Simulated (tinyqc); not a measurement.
A particle near a wafer in liquid: double-layer and van der Waals forces (DLVO), deposition barrier and removal: one step, computed by the program tinyqc.

Sphere and flat wall, Derjaguin approximation, constant potentials in the linear-superposition form, no retardation and no hydration force.

Task: Screening. kappa^2 = 2 z^2 e^2 N_A (1000 c)/(eps eps_0 k_B T); gamma_i = tanh(z e psi_i/(4 k_B T)); Z = 64 pi eps eps_0 (k_B T/(z e))^2 gamma_1 gamma_2.

Inputs (values chosen for the exercise, of the order of those for silica on silicon in water):

| quantity | value | unit |
|---|---|---|
| particle radius R | 12 | nm |
| potential of the particle psi_1 | -14 | mV |
| potential of the wafer psi_2 | -11 | mV |
| salt concentration c | 0.00015 | mol/L |
| valence z of the symmetric salt | 1 | - |
| temperature T | 293 | K |
| dielectric constant of the liquid | 80.2 | - |

Constants: e = 1.602176634e-19 C; N_A = 6.02214076e+23 1/mol; eps_0 = 8.8541878128e-12 F/m; k_B = 1.380649e-23 J/K; k_B = 8.617333262e-05 eV/K.

Give: kappa; Debye length; gamma_1; gamma_2; Z; kappa R.

Result:

kappa = 0.04018 1/nm

Debye length = 24.89 nm

gamma_1 = -0.1377

gamma_2 = -0.1085

Z = 1.360 pN

kappa R = 0.4822

Like signs: the double layers repel. Caution: kappa R is not large, so the Derjaguin approximation is only rough at gaps of the order of the Debye length.
